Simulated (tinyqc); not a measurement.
Inside a calculation: polytypes by hexagonality, and a cubic inclusion as a quantum well. Values are carried at full precision from step to step, so a last printed digit may differ when a step is redone from the rounded ones.

A layer is h if its two neighbours in the periodic sequence sit on the same site, k otherwise; the hexagonality h is the share of h layers.

Constants: hbar^2/2m0 = 3.80998211 eV angstrom^2.

Parameters, chosen for this exercise (of the order of those of GaAs; not measured data):
- E3 = 1.52 eV (gap of the cubic polytype)
- E2 = 1.529 eV (gap of 2H)
- Ev2 = 0.104 eV (valence top of 2H above that of 3C)
- P2 = 0.0016 C/m^2 (spontaneous polarisation of 2H)
- m = (0.063, 0.071) m0 (electron mass along c in the cubic layer and in the host)
- d = 3.253 angstrom (thickness of a double layer)
- eps = 12.8 (dielectric constant)
- N = 15 (double layers in the cubic inclusion)

## Hexagonality

Stacking sequences:
```
polytype,sequence
10H,ABCABCBACB
8H,ABCABACB
2H,AB
15R,ABCACBCABACABCB
6H,ABCACB
```

Give the h/k string and h of each.

Hexagonality:
```
polytype,h/k string,h
10H,hkkkkhkkkk,0.2000
8H,hkkkhkkk,0.2500
2H,hh,1.0000
15R,hkkhkhkkhkhkkhk,0.4000
6H,hkkhkk,0.3333
```

## Gaps and band edges

Gap: E3 + (E2 - E3) h. Valence top Ev2 h and polarisation P2 h, both counted from 3C; Ec = Ev + gap.

Evaluate for each polytype.

Results:
```
polytype,gap (eV),Ev (eV),Ec (eV),P (C/m^2)
10H,1.5218,0.0208,1.5426,0.00032
8H,1.5223,0.0260,1.5482,0.00040
2H,1.5290,0.1040,1.6330,0.00160
15R,1.5236,0.0416,1.5652,0.00064
6H,1.5230,0.0347,1.5577,0.00053
```

The widest gap is that of 2H, the narrowest that of 10H. Ev and Ec both rise with h, so 3C collects electrons and the more hexagonal side holes: a staggered line-up.

## The bound level without the field

A cubic inclusion of width L = N d in the host (h = 1) is a well of depth V = Ec(host) - Ec(3C). Square well with mass mismatch: k tan(k L/2) = (m_w/m_b) q, k = sqrt(m_w E/c), q = sqrt(m_b (V - E)/c), c = hbar^2/2m0, lowest root. The depth of the level, V - E, is its binding, and the transition to the valence top of the host is gap(host) - (V - E). The step in polarisation gives a field |F| = |P|/(eps eps0) in a thin inclusion, eps0 = 8.8541878e-12 F/m.

Give V, L, the level E, its depth below the host conduction edge and the transition to the valence top of the host, gap(host) - (V - E).

V = 0.1130 eV
L = 48.795 angstrom
E above the bottom = 0.0571 eV
depth below the host edge = 0.0559 eV
transition = 1.4731 eV

The level keeps 49 % of the well depth. The transition lies below the gap of 3C itself (1.52 eV), which only a staggered line-up allows.

## The polarisation field

Give |F|, the drop |F| L, the bound charge |P|/e per cm^2 (e = 1.602176634e-19 C), and, as a first estimate, the shift -|F| L/2 of the transition for an electron centred in the layer and a hole in the host on the high side.

|F| = 0.141 MV/cm
drop = 68.9 meV
bound charge = 9.99e+11 cm^-2
estimated shift = -34.4 meV

The drop is 61 % of the well depth. The host edge on the low side sinks by 34 meV against the centre, less than the 56 meV by which the flat well binds.

## Checks

- Square-well root against finite differences on a grid of 0.5 angstrom (eV): both 0.057.

tinyqc: `OMP_NUM_THREADS=1 python tinyqc.py 1851116 1851117 out.jsonl`; about 0.08 s, one thread, shared Intel(R) Xeon(R) Processor @ 2.30GHz.
